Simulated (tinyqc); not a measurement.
# Stacked nanosheet transistor, parasitic resistance, capacitance and delay: what changes with what

Ns sheets share one contact on top; each has perimeter p = 2 (Ws + ts) and cross-section A = Ws ts; contact width Wc = Ws + 10 nm, stack height Hs = Ns pv. Sheet 1 is the top one. Contact length Lc = CPP - Lg - 2 Lsp, shared by two neighbouring gates. Source and drain sides are equal. The formulas are first-order estimates, not field solutions.

Parameters, values chosen for the exercise; values close to those of silicon logic devices:
- T = 300 K (temperature)
- Ns = 4 (number of sheets)
- Ws = 30 nm (sheet width)
- ts = 4 nm (sheet thickness)
- pv = 12 nm (vertical pitch of the sheets)
- rv = 57 ohm (vertical resistance between sheet levels)
- CPP = 60 nm (contacted gate pitch)
- Lg = 12 nm (gate length)
- Lsp = 5 nm (spacer length)
- ks = 7 (relative permittivity of the spacer)
- Hc = 20 nm (gate height above the channel stack)
- rc = 1.4e-9 ohm cm^2 (contact resistivity)
- re = 0.00029 ohm cm (resistivity of the source-drain epitaxy)
- te = 30 nm (current-carrying depth of the epitaxy)
- rx = 0.00081 ohm cm (resistivity of the extension)
- Lov = 2 nm (gate overlap)
- Cinv = 3.1 uF/cm^2 (inversion capacitance)
- vx = 1.4e7 cm/s (injection velocity)
- mu = 180 cm^2/(V s) (apparent mobility)
- VT = 0.3 V (threshold at zero drain voltage)
- dl = 0.063 V/V (barrier lowering)
- n = 1.23 (subthreshold factor)
- Cw = 0.39 fF (wire load)
- Vdd = 0.6 V (supply voltage)

Constants: q = 1.602176634e-19 C, kB = 1.380649e-23 J/K, eps0 = 8.8541878128e-12 F/m, Vt = kB T/q. Results are converted to the units shown.

Each table varies one quantity; the others keep the values above.

## Effect of the wire load

Epitaxy sheet resistance Rsh = re/te, transfer length LT = sqrt(rc/Rsh), contact Rc = [sqrt(rc Rsh)/Wc] coth(Lc/(2 LT)); extension of one sheet Rx = rx Lsp/A. With N sheets: gate Cg = Cinv p N Lg; per side, plate Cp = ks eps0 [Wc (Hs + Hc) - N A]/Lsp, top fringe Cf = (2/pi) ks eps0 Wc ln(1 + Lg/(2 Lsp)), overlap Co = Cinv p N Lov. One sheet: I = p Q vx u/(1 + |u|^1.8)^(1/1.8), Q = Cinv n Vt ln(1 + exp((Vg' - VT + dl Vd')/(n Vt))), u = Vd' mu/(vx Lg), Vg' = Vgs - v, Vd' = Vds - 2 v, with the drop on each side v_j = Rc sum I + rv (sum over levels k = 2..j of the current of sheets k..Ns) + Rx I_j. Ieff = [I(Vgs = Vdd, Vds = Vdd/2) + I(Vdd/2, Vdd)]/2, total currents. With Cs = Cp + Cf + Co, the load of an inverter of two such devices driving an equal one is CL = 2 (Cg + 2 Cs) + 4 Cs + Cw (own drains counted twice for the Miller effect); delay CL Vdd/(2 Ieff).

The same in every row: Rc (ohm) = 199.3; Rx/N (ohm) = 84.38; Ieff (uA) = 133.7.

Result of one run:
```
Cw (fF)	CL (aF)	delay (ps)
0.43	999.4	2.242
```

What becomes of these results when the wire load Cw is changed from 0.43 to 0.2 fF, all else the same?

Result of the changed run:
```
Cw (fF)	CL (aF)	delay (ps)
0.2	769.4	1.726
```

The whole series:
```
Cw (fF)	CL (aF)	delay (ps)
0.02	589.4	1.322
0.043	612.4	1.374
0.093	662.4	1.486
0.2	769.4	1.726
0.43	999.4	2.242
0.93	1499	3.364
2	2569	5.765
```

As Cw goes from 0.02 to 2 fF, Ieff stays at 134 uA, CL rises from 589 to 2570 aF and the delay rises from 1.32 to 5.77 ps.

## Effect of the relative permittivity of the spacer

Same model as above.

The same in every row: Rc (ohm) = 199.3; Rx/N (ohm) = 84.38; Ieff (uA) = 133.7.

Effect of the relative permittivity of the spacer:
```
ks	CL (aF)	delay (ps)
1	760.4	1.706
2	793.6	1.781
3	826.7	1.855
4	859.9	1.929
5.5	909.6	2.041
7	959.4	2.153
```

Read the table: what changes, and by how much?

As ks goes from 1 to 7, Ieff stays at 134 uA, CL rises from 760 to 959 aF and the delay rises from 1.71 to 2.15 ps.

## Effect of the number of sheets

Same model as above.

The same in every row: Rc (ohm) = 199.3.

Results:
```
Ns	Rx/N (ohm)	Ieff (uA)	CL (aF)	delay (ps)
1	337.5	42.39	599.3	4.242
2	168.8	78.93	719.3	2.734
3	112.5	109.3	839.3	2.303
5	67.50	152.6	1079	2.123
6	56.25	166.7	1199	2.159
```

Estimate the missing row, Ns = 4.

Computed row:
```
Ns	Rx/N (ohm)	Ieff (uA)	CL (aF)	delay (ps)
4	84.38	133.7	959.4	2.153
```

With this row back in the table: As Ns goes from 1 to 6, Ieff rises from 42.4 to 167 uA, CL rises from 599 to 1200 aF and the delay goes from 4.24 through a minimum of 2.12 (at Ns = 5 among the rows listed) to 2.16 ps. From the first row to the last Ieff grows by a factor of 3.93 and CL by 2.00; the first step changes the delay by -36 %, the last by 1.7 %.

Numbers from tinyqc (`OMP_NUM_THREADS=1 python tinyqc.py 2170056 2170057 out.jsonl`; about 0.1 s on one thread of a shared Intel Xeon 2.30GHz).
